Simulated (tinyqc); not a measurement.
Finite line against the semi-infinite law: electromigration in a confined line: Blech product, Korhonen stress evolution and Black's law. Computed by tinyqc, a small Python program. Command: `OMP_NUM_THREADS=1 python tinyqc.py 3004404 3004405 out.jsonl emigr walk`. One thread of a shared host (Intel(R) Xeon(R) Processor @ 2.30GHz), about 0.01 s of CPU time with the checks.

The electron wind pushes atoms from the cathode (x = 0) to the anode (x = L); blocking ends build a back stress (tension positive). The input rho is taken not to change with temperature. d sigma/dt = d/dx [kappa (d sigma/dx + G)], with zero flux at both ends and sigma = 0 at t = 0.

Inputs (values chosen for the exercise, close to those used for ruthenium lines):
```
quantity                      value          unit
resistivity rho                11.7  micro-ohm cm
atomic volume Omega            13.6    angstrom^3
effective charge number Z*      1.9             -
prefactor D0                5.7e-07         m^2/s
activation energy E            1.36            eV
effective modulus B              60           GPa
critical stress sigma_c         560           MPa
current density j               3.6       MA/cm^2
line length L                   190            um
test temperature T              330             C
```

Start: stress-free.

Constants: e = 1.602176634e-19 C; k_B = 8.617333262e-05 eV/K; k_B = 1.380649e-23 J/K.

Method:
- G = Z* e rho j/Omega; D = D0 exp(-E/(k_B T)); kappa = D B Omega/(k_B T); drift velocity of an unconfined line v = D Z* e rho j/(k_B T). SI: 1 micro-ohm cm = 1e-8 ohm m, 1 MA/cm^2 = 1e10 A/m^2.
- Temperatures in kelvin are T(C) + 273.15.
- At steady state sigma(x) = G (L/2 - x). A void forms only if the cathode stress reaches sigma_c, that is if j L exceeds (j L)_c = 2 Omega (sigma_c)/(Z* e rho). Time scale tau = L^2/kappa.
- sigma(x, t) = G L [1/2 - x/L - 4 sum_(m odd) cos(m pi x/L) exp(-m^2 pi^2 s)/(m pi)^2], s = t/tau, summed to m = 399.
- Semi-infinite line: sigma(0, t) = 2 G L sqrt(s/pi). One-term form: keep m = 1 alone.

tau = 41494.0 h

stress gradient G = 94.2787 MPa/um

Cathode stress (MPa):
```
s           t (h)  full series  semi-infinite  one term
0.002  8.2988e+01        903.9            904    1838.5
0.005  2.0747e+02       1429.2           1429    2046.2
0.01   4.1494e+02       2021.3           2021    2378.9
0.02   8.2988e+02       2858.5           2858    2997.1
0.05   2.0747e+03       4514.8           4520    4524.4
0.1    4.1494e+03       6250.6           6392    6250.7
0.2    8.2988e+03       7948.0           9039    7948.0
0.4    1.6598e+04       8816.4          12784    8816.4
0.8    3.3195e+04       8953.8          18079    8953.8
```

What does the comparison show, and why?

Among these rows the semi-infinite law holds to 1 % up to s = 0.05 and the one-term form from s = 0.05 on: the far end is felt once sqrt(kappa t) is no longer small against L, and by then the terms with m > 1 have nearly died out. The critical stress 560 MPa is already passed in the first row. Caution: rows beyond sigma_c are formal, since a void ends the model there.
